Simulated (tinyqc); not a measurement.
# Planar ballistic transistor, top-of-the-barrier model: effects of single changes

At the top of the source barrier, states moving towards the drain are filled by the source (Fermi level 0) and states moving back by the drain (Fermi level -q Vd); nothing scatters. U is the shift of the band edge there, set by the capacitances CG, CD and CS (the total) and by the charge. Parabolic two-dimensional band; the source is grounded.

Parameters, values chosen for the exercise; mass and valleys made up: temperature T = 200 K; effective mass m = 0.703 m0; valley degeneracy gv = 4; relative permittivity of the gate insulator eox = 7.5; insulator thickness tox = 1.6 nm; gate control CG/CS aG = 0.94; drain control CD/CS aD = 0.038; band edge at the barrier top above the source Fermi level at zero bias E0 = 0.39 eV.

Constants: q = 1.602176634e-19 C, kB = 1.380649e-23 J/K, hbar = 1.054571817e-34 J s, m0 = 9.1093837015e-31 kg, Vt = kB T/q, eps0 = 8.8541878128e-14 F/cm where lengths are in cm. Results are converted to the units shown.

Each table varies one quantity; the others keep the values above.

## Effect of the insulator thickness

N0 = gv m kB T/(pi hbar^2), CG = eps0 eox/tox, vT = sqrt(2 kB T/(pi m)), CS = CG/aG, n0 = n at U = 0 and Vd = 0. eta1 = -(E0 + U)/Vt, eta2 = eta1 - Vd/Vt, n = (N0/2)[F_0(eta1) + F_0(eta2)], F_0(x) = ln(1 + exp x). U = UL + q (n - n0)/CS with UL = -(aG Vg + aD Vd), energies in eV. I = q (N0/2) vT [F_(1/2)(eta1) - F_(1/2)(eta2)] per width, F_(1/2)(x) = (2/sqrt(pi)) int_0^infinity u^(1/2)/(1 + exp(u - x)) du. CQ = (q/Vt) dn/d(eta1). E0 is held fixed.

In this table Vg = 0.7 V, Vd = 0.7 V.

Results:
```
tox (nm)	eta1	n (cm^-2)	I (uA/um)	mean velocity I/(q n) (cm/s)	CQ/CS
0.5	2.1343	2.2736e13	2569.6	7.0540e6	5.9554
0.74	1.3686	1.6148e13	1686.3	6.5175e6	7.8575
1.1	0.72119	1.1311e13	1110.2	6.1262e6	9.8590
1.6	0.19080	8.0280e12	754.21	5.8637e6	11.670
2.4	-0.32263	5.5146e12	500.54	5.6652e6	13.428
5.4	-1.2370	2.5796e12	224.70	5.4367e6	16.181
8	-1.6487	1.7803e12	153.32	5.3751e6	17.187
```

Estimate the missing row, tox = 3.6 nm.

Computed row:
```
tox (nm)	eta1	n (cm^-2)	I (uA/um)	mean velocity I/(q n) (cm/s)	CQ/CS
3.6	-0.79383	3.7759e12	334.50	5.5293e6	14.930
```

With this row back in the table: As tox goes from 0.5 to 8 nm, n falls from 2.27e13 to 1.78e12 cm^-2, the mean velocity falls from 7.05e6 to 5.38e6 cm/s and the current falls from 2570 to 153 uA/um. CQ/CS goes from 6.0 to 17. For tox = 0.5 to 0.74 nm the insulator is under 1 nm thick, where gate tunnelling would matter.

## Effect of the valley degeneracy

Same model as above.

CQ = (q/Vt) dn/d(eta1). E0 is held fixed.

In this table Vg = 0.7 V, Vd = 0.7 V.

Effect of the valley degeneracy:
```
gv	eta1	n (cm^-2)	I (uA/um)	mean velocity I/(q n) (cm/s)	CQ/CS
1	2.643	6.863e12	817.8	7.437e6	4.974
2	1.233	7.533e12	776.0	6.430e6	8.251
3	0.5920	7.837e12	760.6	6.057e6	10.29
4	0.1908	8.028e12	754.2	5.864e6	11.67
6	-0.3226	8.272e12	750.8	5.665e6	13.43
```

What does the comparison show?

As gv goes from 1 to 6, n rises from 6.86e12 to 8.27e12 cm^-2, the mean velocity falls from 7.44e6 to 5.67e6 cm/s and the current falls from 818 to 751 uA/um. CQ/CS goes from 5.0 to 13.

## Effect of the drain control CD/CS

Same model as above.

CQ = (q/Vt) dn/d(eta1). E0 is held fixed.

In this table Vg = 0.7 V, Vd = 0.7 V.

Effect of the drain control CD/CS:
```
aD	eta1	n (cm^-2)	I (uA/um)	mean velocity I/(q n) (cm/s)	CQ/CS
0	0.065714	7.3544e12	684.63	5.8103e6	11.006
0.008	0.092617	7.4960e12	699.16	5.8215e6	11.149
0.015	0.11590	7.6199e12	711.92	5.8314e6	11.273
0.023	0.14223	7.7618e12	726.57	5.8426e6	11.413
0.031	0.16826	7.9037e12	741.28	5.8539e6	11.551
0.039	0.19401	8.0458e12	756.07	5.8652e6	11.687
0.046	0.21631	8.1702e12	769.05	5.8751e6	11.804
0.054	0.24156	8.3126e12	783.96	5.8864e6	11.937
```

Read the table: what changes, and by how much?

As aD goes from 0 to 0.054, n rises from 7.35e12 to 8.31e12 cm^-2, the mean velocity rises from 5.81e6 to 5.89e6 cm/s and the current rises from 685 to 784 uA/um. CQ/CS goes from 11 to 12.

tinyqc, about 0.01 s, one thread, Intel Xeon 2.30GHz (shared host): `OMP_NUM_THREADS=1 python tinyqc.py 2400063 2400064 out.jsonl`
